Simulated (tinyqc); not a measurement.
Drifting, spreading and decaying minority pulse (Haynes-Shockley), explicit time steps: one step of the calculation.

Low injection in a uniform field: dn/dt = D d2n/dx2 - v dn/dx - n/tau with D = mu Vt and v = mu F towards +x. Exact solution on an infinite bar for a Gaussian start at x0: n = N0 exp(-t/tau) exp(-(x - x0 - v t)^2/(2 s^2))/sqrt(2 pi s^2), s^2 = s0^2 + 2 D t.

Question. Densities after a time step. (L n)_i = a n_(i-1) + b n_i + c n_(i+1), n = 0 beyond the ends. Explicit step: n(new) = n + L n.

a = 0.53173090
b = -0.60300056
c = 0.029451485

```
node,n at t = 0 (1e10 cm^-3)
1,0.4407216
2,2.4592905
3,6.8991742
4,9.7302995
5,6.8991742
6,2.4592905
7,0.4407216
8,0.0397064
9,0.0017985
10,0.0000410
```

Wanted: n at t = 1 dt.

Answer.

```
node,n at t = 1 dt (1e10 cm^-3)
1,0.2474
2,1.4139
3,4.3332
4,7.7346
5,7.9853
6,4.6578
7,1.4838
8,0.2502
9,0.0218
10,0.0010
```

Program tinyqc, `OMP_NUM_THREADS=1 python tinyqc.py 2310014 2310015 out.jsonl`; Intel Xeon 2.30GHz, shared host, one thread, about 0.01 s.
